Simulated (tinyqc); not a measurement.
Worked calculation: conductance of a narrow metal strip with scatterers (square lattice, Green functions). Values are carried at full precision from step to step, so a last printed digit may differ when a step is redone from the rounded ones.

A strip of W sites across with hard walls, site energy 0 and hopping -t. Mode n = 1 to W has profile chi_n(j) = sqrt(2/(W + 1)) sin(n j pi/(W + 1)) and energy en = -2t cos(n pi/(W + 1)); E = en - 2t cos(kn a). With z_n = exp(i kn a) (Im k > 0 for closed modes, |z| < 1) each lead gives the self-energy -t z_n in mode n. One column carries the site energies v, here a uniform barrier across the strip, as of a grain boundary. In the mode basis V_nm = sum_j chi_n(j) v_j chi_m(j), G = (E - en + 2 t z_n - V)^-1, and t_nm = 2t sqrt(sin(kn a) sin(km a)) G_nm in size for open modes. T = sum |t_nm|^2, conductance (2e^2/h) T.

Constants: e^2/h = 3.874045865e-05 S.

Inputs chosen for the exercise (hopping and spacing of the size met in Cu or Al; the lattice is a model; not measured data):
```
symbol  value                 unit      meaning
t       1.96                  eV        hopping
a       2.68                  angstrom  spacing
W       4                               sites across
E       -4.89                 eV        Fermi energy
v       (3.3, 3.3, 3.3, 3.3)  eV        site energies in the scattering column
```

## Modes at the Fermi energy

For each n: en, cos(kn a) = (en - E)/(2t), z_n and the velocity 2 t a sin(kn a) (zero if closed).

Modes:
```
n  en (eV)  cos(k a)                 z  dE/dk (eV angstrom)
1  -3.1713   0.43843  0.43843+0.89876i               9.4421
2  -1.2113   0.93843  0.93843+0.34546i               3.6293
3   1.2113   1.55647           0.36374               0.0000
4   3.1713   2.05647           0.25951               0.0000
```

2 of 4 modes are open, so the clean strip has a resistance of 6453 ohm, whatever its length.

## The scatterer in the mode basis

Form V_nm.

V (eV), lower triangle:
```
        n=1     n=2     n=3     n=4
n=1  3.3000
n=2       0  3.3000
n=3       0       0  3.3000
n=4       0       0       0  3.3000
```

A uniform column does not mix the modes.

## Green function and transmission

E - en + 2 t z_n = 2t (z_n - cos(kn a)). Invert, form |t_nm|^2 = (2t)^2 Im(z_n) Im(z_m) |G_nm|^2 and sum. The added resistance is 1/(2 (e^2/h) T) less the same for the clean strip.

G (1/eV):
```
                 n=1              n=2      n=3      n=4
n=1  -0.1416-0.1512i           0.0000   0.0000   0.0000
n=2           0.0000  -0.2594-0.1064i   0.0000   0.0000
n=3           0.0000           0.0000  -0.1254   0.0000
n=4           0.0000           0.0000   0.0000  -0.0967
```

|t_nm|^2, lower triangle:
```
        n=1     n=2  n=3  n=4
n=1  0.5327
n=2       0  0.1441
n=3       0       0    0
n=4       0       0    0    0
```

T = 0.6768
added resistance = 12616 ohm

Mode 2 passes least (0.144) and mode 1 most (0.533); 0.0 % of the transmitted flux changes mode.

## Checks

- Transmitted plus reflected flux against the number of open modes: both 2.00000.

tinyqc: `OMP_NUM_THREADS=1 python tinyqc.py 1482365 1482366 out.jsonl`; about 0.01 s, one thread, shared Intel(R) Xeon(R) Processor @ 2.30GHz.
